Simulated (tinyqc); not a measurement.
# Worked calculation: p-n diode, drift-diffusion by the Gummel loop with Scharfetter-Gummel fluxes

Computed by the program tinyqc: `OMP_NUM_THREADS=1 python tinyqc.py 2240144 2240145 out.jsonl`, one thread of a shared Intel Xeon 2.30GHz, about 0.2 s for the whole run. Printed values are rounded.

Abrupt junction at x = 0, p side from -Lp, n side to Ln, ohmic contacts. psi is counted from the intrinsic level; n = ni exp((psi - phin)/Vt), p = ni exp((phip - psi)/Vt). Contacts: p side psi = V - Vt ln(Na/ni), p = Na, n = ni^2/Na; n side psi = Vt ln(Nd/ni), n = Nd, p = ni^2/Nd. Constant mobilities, D = mu Vt, Boltzmann statistics, SRH recombination through a mid-gap level, U = (n p - ni^2)/(tp (n + ni) + tn (p + ni)). Current is positive from the p contact to the n contact.

Inputs (values chosen for the exercise); band and dielectric values close to those of cadmium telluride:
- T = 350 K (temperature)
- Eg = 1.47 eV (band gap)
- eps_r = 10.1 (relative permittivity)
- Nc = 9.98e17 cm^-3 (conduction-band density of states at T)
- Nv = 2.31e19 cm^-3 (valence-band density of states at T)
- Na = 7e16 cm^-3 (acceptor density of the p side)
- Nd = 2.5e17 cm^-3 (donor density of the n side)
- mun = 480 cm^2/(V s) (electron mobility)
- mup = 40 cm^2/(V s) (hole mobility)
- tn = 4e-7 s (SRH lifetime of electrons)
- tp = 8e-7 s (SRH lifetime of holes)
- G = 0 cm^-3 s^-1 (uniform generation rate)
- V = 0.77 V (bias of the p contact)

Constants: q = 1.602176634e-19 C, kB = 1.380649e-23 J/K, Vt = kB T/q, eps0 = 8.8541878128e-14 F/cm where lengths are in cm. Results are converted to the units shown.

## Intrinsic density and built-in voltage

ni = sqrt(Nc Nv) exp(-Eg/(2 Vt)), Eg in volts; Vbi = Vt ln(Na Nd/ni^2).

ni = 1.25267e8 cm^-3
Vbi = 1.25334 V

## Round 1: Poisson equation

```
node  x (nm)  phin at the start (V)  phip at the start (V)
0       -460                   0.77                   0.77
1       -315                      0                   0.77
2       -211                      0                   0.77
3       -135                      0                   0.77
4      -79.4                      0                   0.77
5      -39.5                      0                   0.77
6      -10.5                      0                   0.77
7       10.5                      0                   0.77
8       47.7                      0                   0.77
9        113                      0                   0.77
10       230                      0                   0.77
11       436                      0                   0.77
12       800                      0                      0
```

With phin and phip held, solve a_i (psi_(i+1) - psi_i) - a_(i-1) (psi_i - psi_(i-1)) + q w_i (p_i - n_i + C_i) = 0 for the inner nodes by Newton steps to convergence; a_i = eps0 eps_r/h_i, h_i = x_(i+1) - x_i, w_i = (h_(i-1) + h_i)/2, C = -Na or +Nd.

```
node   psi (V)  n after Poisson (cm^-3)  p after Poisson (cm^-3)
0     0.162525                 0.224169                     7e16
1     0.162525               2.74216e10               6.99992e16
2     0.162545               2.74399e10               6.99525e16
3     0.163143               2.79892e10               6.85797e16
4     0.172889               3.86665e10               4.96422e16
5     0.249373               4.88263e11               3.93126e15
6     0.423220               1.55574e14               1.23381e13
7     0.615085               9.00886e16               2.13067e10
8     0.644821               2.41467e17                7.94929e9
9     0.645857               2.49903e17                7.68093e9
10    0.645869               2.50000e17                7.67798e9
11    0.645869               2.50000e17                7.67797e9
12    0.645869                   2.5e17                0.0627674
```

## Round 1: electron continuity

With psi and p held, F_i = (mun Vt/h_i) [n_(i+1) B(d_i) - n_i B(-d_i)], d_i = (psi_(i+1) - psi_i)/Vt, B(d) = d/(exp(d) - 1); solve F_i - F_(i-1) = w_i [(n_i p_i - ni^2)/den_i - G] for the new n, with den = tp (n + ni) + tn (p + ni) taken at the old n and p, h_i = x_(i+1) - x_i, w_i = (h_(i-1) + h_i)/2; phin = psi - Vt ln(n/ni).

```
node  new n (cm^-3)  phin after round 1 (V)
0          0.224169                0.770000
1        1.04283e10                0.029160
2        1.79175e10                0.012855
3        2.37968e10                0.004894
4        3.75958e10                0.000847
5        4.87902e11                0.000022
6        1.55574e14                0.000000
7        9.00886e16                0.000000
8        2.41467e17                0.000000
9        2.49903e17                0.000000
10       2.50000e17                0.000000
11       2.50000e17                0.000000
12           2.5e17                0.000000
```

## Round 1: hole continuity

With psi and the new n held, F_i = (mup Vt/h_i) [p_(i+1) B(-d_i) - p_i B(d_i)], d_i = (psi_(i+1) - psi_i)/Vt, B(d) = d/(exp(d) - 1); solve F_i - F_(i-1) = w_i [(n_i p_i - ni^2)/den_i - G] for the new p, with den = tp (n + ni) + tn (p + ni) taken at the new n and the old p, h_i = x_(i+1) - x_i, w_i = (h_(i-1) + h_i)/2; phip = psi + Vt ln(p/ni).

```
node  new p (cm^-3)  phip after round 1 (V)
0              7e16                0.770000
1        6.99992e16                0.770000
2        6.99524e16                0.770000
3        6.85797e16                0.770000
4        4.96422e16                0.770000
5        3.93126e15                0.770000
6        1.23381e13                0.770000
7        2.12738e10                0.769953
8         7.70225e9                0.769048
9         6.80530e9                0.766349
10        5.64276e9                0.760711
11        3.60204e9                0.747173
12        0.0627674                0.000000
```

## Course of the Gummel loop

Stop when phin and phip change by less than 1e-8 V, or after 80 rounds. J = Jn at the p contact + Jp at the n contact + q sum w_i U_i - q G sum w_i over the inner nodes, which avoids differences of large majority fluxes: Jn = (q mun Vt/h_0)[n_1 B(d_0) - n_0 B(-d_0)], Jp = (q mup Vt/h_last)[p_(N-1) B(d_last) - p_N B(-d_last)], d_i = (psi_(i+1) - psi_i)/Vt, B(d) = d/(exp(d) - 1), w_i = (h_(i-1) + h_i)/2.

Course of the iteration:
```
round  J (A/cm^2)  largest change of phin, phip (V)
1      0.00169421                            0.0292
2      0.00169421                           1.79e-9
```

Converged in 2 rounds.

## Recombination and current

```
node  converged psi (V)  converged n (cm^-3)  converged p (cm^-3)
0              0.162525             0.224169                 7e16
1              0.162525           1.04283e10           6.99992e16
2              0.162545           1.79175e10           6.99524e16
3              0.163143           2.37968e10           6.85797e16
4              0.172889           3.75958e10           4.96422e16
5              0.249373           4.87902e11           3.93126e15
6              0.423220           1.55574e14           1.23381e13
7              0.615085           9.00886e16           2.12738e10
8              0.644821           2.41467e17            7.70224e9
9              0.645857           2.49903e17            6.80530e9
10             0.645869           2.50000e17            5.64276e9
11             0.645869           2.50000e17            3.60204e9
12             0.645869               2.5e17            0.0627674
```

U_i as defined. J = Jn at the p contact + Jp at the n contact + q sum w_i U_i - q G sum w_i over the inner nodes, which avoids differences of large majority fluxes: Jn = (q mun Vt/h_0)[n_1 B(d_0) - n_0 B(-d_0)], Jp = (q mup Vt/h_last)[p_(N-1) B(d_last) - p_N B(-d_last)], d_i = (psi_(i+1) - psi_i)/Vt, B(d) = d/(exp(d) - 1), w_i = (h_(i-1) + h_i)/2.

U, node 0 to 12 (cm^-3 s^-1): [0, 2.60706e16, 4.47937e16, 5.94921e16, 9.39893e16, 1.21945e18, 1.48343e19, 2.65923e16, 9.62780e15, 8.50662e15, 7.05344e15, 4.50255e15, 0]
Jn at the p contact = 0.00166814 A/cm^2
Jp at the n contact = 1.91275e-5 A/cm^2
recombination = 6.93763e-6 A/cm^2
generation = 0 A/cm^2
J = 0.00169421 A/cm^2

A 500-node mesh gives J = 0.001670 A/cm^2; this mesh differs from it by 2.4e-5 A/cm^2 (1.5 %).
